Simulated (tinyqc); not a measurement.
Worked calculation: inversion-layer mobility, back-scattering and ballistic limit of a field-effect transistor. Computed by tinyqc, a small Python program that keeps every step. Command: `OMP_NUM_THREADS=1 python tinyqc.py 3008304 3008305 out.jsonl mos walk`. One thread of a shared host (Intel(R) Xeon(R) Processor @ 2.30GHz), about 0.01 s of CPU time with the checks. Intermediate numbers are printed to about 6 digits and carried at full precision; extremes and crossings named in words are read from the listed rows.

The charge at the top of the source barrier is fixed by the gate; series resistance and short-channel effects are left out. F_j are Fermi integrals normalised to exp(eta) in the classical limit.

Inputs (values chosen for the exercise, modelled on an InGaAs n-channel):
```
quantity                                       value        unit
transport mass m                               0.045         m_0
valley degeneracy g_v                              1           -
weight w of the inversion charge                 0.5           -
permittivity eps                                13.9           -
phonon mobility at 1 MV/cm and 300 K, mu_ph     2700  cm^2/(V s)
roughness mobility at 1 MV/cm, mu_sr            2400  cm^2/(V s)
Coulomb mobility at N_inv = 1e12/cm^2, mu_C     1700  cm^2/(V s)
electrical oxide thickness t_inv                 3.1          nm
depletion charge N_dep                       2.3e+12      1/cm^2
gate overdrive V_G - V_T                        0.39           V
drain voltage V_D                                1.2           V
channel length L                                  16          nm
exponent a of the critical length               0.82           -
temperature T                                    300           K
```

Statistics at the top of the barrier: Fermi-Dirac.

Constants: eps_0 = 8.8541878128e-12 F/m; e = 1.602176634e-19 C; m_0 = 9.1093837015e-31 kg; k_B = 1.380649e-23 J/K; hbar = 1.054571817e-34 J s; k_B = 8.617333262e-05 eV/K.

## Charge and field

N_inv = 3.9 eps_0 (V_G - V_T)/(e t_inv); effective field E_eff = e (N_dep + w N_inv)/(eps eps_0).

inversion density N_inv = 2.71148e+12 1/cm^2

effective field E_eff = 0.475907 MV/cm

## Effective mobility

mu_phonon = mu_ph (E_eff/1 MV/cm)^(-0.3) (T/300 K)^(-1.75); mu_rough = mu_sr (E_eff/1 MV/cm)^(-2); mu_Coulomb = mu_C (N_inv/1e12 cm^-2) (T/300 K); Matthiessen's rule adds 1/mu.

phonon part = 3373.71 cm^2/(V s)

roughness part = 10596.6 cm^2/(V s)

Coulomb part = 4609.51 cm^2/(V s)

effective mobility mu = 1645.49 cm^2/(V s)

The phonon part is the lowest and holds 49 % of 1/mu.

## Ballistic limit

F_j(eta) = (1/Gamma(j + 1)) int_0^infinity x^j/(1 + exp(x - eta)) dx, F_0 = ln(1 + exp(eta)). Integrals over x = E/(k_B T) use 160 Gauss-Legendre points in u = sqrt(x) from 0 to sqrt(max(eta, 0) + 32). Ballistic channel: N_2D = g_v m k_B T/(pi hbar^2), U = e V_D/(k_B T); eta_F solves N_inv = (N_2D/2)[F_0(eta_F) + F_0(eta_F - U)]; v_T = sqrt(2 k_B T/(pi m)); I/W = e (N_2D/2) v_T [F_1/2(eta_F) - F_1/2(eta_F - U)]; injection velocity v_T F_1/2(eta_F)/F_0(eta_F).

N_2D = 4.85964e+11 1/cm^2

eta_F = 11.1592

thermal velocity v_T = 2.53625 1e7 cm/s

injection velocity = 6.43701 1e7 cm/s

ballistic current I/W = 2796.41 microampere/micrometre

Degeneracy raises the injection velocity by a factor 2.54. Caution: the Fermi level lies so high that further subbands and non-parabolicity matter.

## Back-scattering

Mean free path lambda = (2 k_B T/e)(mu/v_T) F_0(eta_0)/F_-1/2(eta_0), with eta_0 from N_inv = N_2D F_0(eta_0); critical length l = L (1 + U)^(-a), an empirical rule; back-scattering r = l/(l + lambda). Then eta solves N_inv = (N_2D/2)[(1 + r) F_0(eta) + (1 - r) F_0(eta - U)] and I/W = e (N_2D/2) v_T (1 - r)[F_1/2(eta) - F_1/2(eta - U)]. Ballistic ratio: I over the ballistic current. Apparent mobility 1/(1/mu + 1/mu_B), mu_B = mu L/lambda.

eta_0 = 5.57581

mean free path lambda = 71.3640 nm

critical length l = 0.675843 nm

back-scattering coefficient r = 0.00938153

current I/W = 2732.16 microampere/micrometre

ballistic ratio = 0.977023

apparent low-field mobility = 301.358 cm^2/(V s)

L/lambda = 0.22, but at this drain voltage only the first 0.676 nm can return a carrier to the source, so the device works at 98 % of its ballistic limit. Caution: in a degenerate gas the layer that can return carriers is set by E_F rather than k_B T, so l is underestimated.

## Channel length

The last column is the long-channel law e N_inv mu V/L with V = V_D - V_D^2/(2 V_ov) below pinch-off and V_ov/2 above, V_ov = V_G - V_T.

Currents (microampere/micrometre):
```
L (nm)         r      I/W  ballistic ratio  long-channel law
5       0.002951  2776.03         0.992711           27878.9
10      0.005884  2755.92         0.985521           13939.4
20      0.011699  2716.53         0.971434            6969.7
40      0.023128  2640.86         0.944375            3484.9
80      0.045211  2500.93         0.894337            1742.4
160     0.086511  2259.61         0.808040             871.2
400     0.191435  1745.92         0.624343             348.5
1000    0.371819  1102.94         0.394413             139.4
```

The current scales as L^-0.50 at the long end and as L^-0.01 at the short end, where it reaches 99 % of the ballistic 2800. The long-channel law passes the ballistic limit between 40.0 and 80.0 nm and has no meaning below. At 1000 nm the model gives 7.91 times the long-channel law; the rule for l is a fit for short devices and fails wherever the model exceeds that law. Raising mu by 10 % at 20 nm raises I by 0.3 %.

## The mobility curve

The formulas are those given above.

Mobilities (cm^2/(V s)):
```
V_G - V_T (V)  N_inv (1/cm^2)  E_eff (MV/cm)   phonon  roughness  Coulomb    total
0.03              2.08575e+11       0.312992  3825.64    24498.8    354.6   320.26
0.06              4.17150e+11       0.326568  3777.21    22504.2    709.2   581.63
0.12              8.34300e+11       0.353721  3687.79    19181.8   1418.3   972.42
0.20              1.39050e+12       0.389924  3581.54    15785.2   2363.9  1306.17
0.35              2.43338e+12       0.457805  3413.18    11451.2   4136.7  1607.60
0.50              3.47625e+12       0.525686  3274.51     8684.8   5909.6  1695.64
0.75              5.21438e+12       0.638822  3088.52     5881.0   8864.4  1648.45
1.00              6.95250e+12       0.751957  2941.07     4244.5  11819.3  1514.65
1.50              1.04288e+13       0.978228  2717.89     2508.0  17728.9  1214.98
```

The lowest part is Coulomb from 0.0300 to 0.200, phonon from 0.350 to 1.00, roughness at 1.50 V. The total peaks at 1696 near E_eff = 0.53 MV/cm: screening lifts it at low density and the field presses it down at high density.

Checks made by the program: long channel and small V_D against the drift formula e N mu V_D/L (relative difference 3e-04).
